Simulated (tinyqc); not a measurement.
# Five-frequency model of solute diffusion by vacancies in an fcc metal, step by step

A worked calculation. Computed by tinyqc, a small Python program that keeps every step. Command: `OMP_NUM_THREADS=1 python tinyqc.py 3021453 3021454 out.jsonl fivefreq walk`. One thread of a shared host (Intel(R) Xeon(R) Processor @ 2.30GHz), about 0.08 s of CPU time with the checks. Intermediate numbers are printed to about 7 digits and carried at full precision; extremes and crossings named in words are read from the listed rows.

A vacancy next to the solute exchanges with it (w2), jumps to one of 4 sites that also neighbour the solute (w1) or to one of 7 that do not (w3); w4 is the reverse of w3 and w0 the host jump.

Inputs (values chosen for the exercise, for a model solute in a host close to nickel):

| quantity | value | unit |
|---|---|---|
| barrier E0 (host jump) | 1.06 | eV |
| barrier E1 (vacancy circles the solute) | 1.13 | eV |
| barrier E2 (exchange) | 1.13 | eV |
| barrier E3 (dissociation) | 1.11 | eV |
| binding energy E_b (positive for attraction) | 0.19 | eV |
| vacancy formation energy E_f | 1.77 | eV |
| formation entropy S_f | 1.4 | k_B |
| attempt frequency nu | 3.2 | THz |
| lattice constant a | 3.52 | angstrom |
| temperature T | 942 | K |

Constants: k_B = 8.617333262e-05 eV/K.

## Jump rates

w_i = nu exp(-E_i/(k_B T)); detailed balance gives E4 = E3 - E_b.

rates (1/s): w0 6824361, w1 2881086, w2 2881086, w3 3686021, w4 3.828896e+07

## Correlation factor

Manning: with y = w4/w0, 7F = 7 - (10 y^4 + 180.5 y^3 + 927 y^2 + 1341 y)/(2 y^4 + 40.2 y^3 + 254 y^2 + 597 y + 436); f2 = (2 w1 + 7F w3)/(2 w2 + 2 w1 + 7F w3). The mean cosine between successive solute jumps follows from f2 = (1 + c)/(1 - c).

y = w4/w0 = 5.610630

7F = 3.237678

correlation factor f2 = 0.7543674

mean cosine c = -0.1400121

For a tracer of the host all rates are equal and f = 0.7815; here f2 is below that.

## Diffusivities

c_v = exp(S_f - E_f/(k_B T)); host D0 = a^2 c_v w0 x 0.7815; solute D2 = a^2 c_v exp(E_b/(k_B T)) w2 f2; 1 angstrom^2 = 1e-16 cm^2.

vacancy fraction c_v = 1.375198e-09

host diffusivity D0 = 9.087442e-18 cm^2/s

solute diffusivity D2 = 3.846853e-17 cm^2/s

ratio D2/D0 = 4.233152

The ratio splits into binding 10.4, exchange rate 0.422 and correlation 0.965.

## Solute against host over temperature

The formulas are those given above.

Diffusion:

| T (K) | f2 | D0 (cm^2/s) | D2 (cm^2/s) | D2/D0 |
|---|---|---|---|---|
| 612 | 0.7434217 | 6.227589e-26 | 5.765248e-25 | 9.257592 |
| 706 | 0.7464588 | 7.892832e-23 | 5.419126e-22 | 6.865883 |
| 801 | 0.7498010 | 1.964349e-20 | 1.072158e-19 | 5.458081 |
| 942 | 0.7543674 | 9.087442e-18 | 3.846853e-17 | 4.233152 |
| 1080 | 0.7580924 | 7.817918e-16 | 2.753339e-15 | 3.521831 |
| 1220 | 0.7611558 | 2.561790e-14 | 7.812751e-14 | 3.049723 |
| 1370 | 0.7637861 | 4.881349e-13 | 1.318327e-12 | 2.700743 |

The apparent activation energy of D2 is 2.712 eV between the coldest rows and 2.713 eV between the hottest; without correlation it would be E_f - E_b + E2 = 2.710 eV, and the host has 2.830 eV. f2 is not small, so the exchange barrier governs.

Checks made by the program: Manning formula against a solved vacancy walk within 5 nearest-neighbour distances (relative difference 2e-03).
